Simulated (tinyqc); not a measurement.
## Doping from resistivity

Problem. A uniform, uncompensated and fully ionised sample has rho = 1/(q N mu), mu = m1 + (m2 (T/300 K)^(-bt) - m1)/(1 + (N/Nr)^am). Find N, mu and the diffusion coefficient mu Vt.

Inputs (values chosen for the exercise):
```
symbol    value        unit                                 meaning
T           300           K                             temperature
m1           44  cm^2/(V s)           mobility limit at high doping
m2          478  cm^2/(V s)  mobility limit at low doping, at 300 K
Nr      2.21e17       cm^-3    reference doping of the mobility law
am        0.735                        exponent of the mobility law
bt          2.4                          temperature exponent of m2
```

Constants: q = 1.602176634e-19 C, kB = 1.380649e-23 J/K, Vt = kB T/q. Results are converted to the units shown.

resistivity = 0.011098081 ohm cm

Solution. With am below 1 the product N mu rises steadily with N, so one doping matches; it is found by iterating N = 1/(q rho mu(N)).

N = 7.60e18 cm^-3
mu = 74.0 cm^2/(V s)
diffusion coefficient = 1.91 cm^2/s

tinyqc, about 0.01 s, one thread, Intel Xeon 2.30GHz (shared host): `OMP_NUM_THREADS=1 python tinyqc.py 2110128 2110129 out.jsonl`
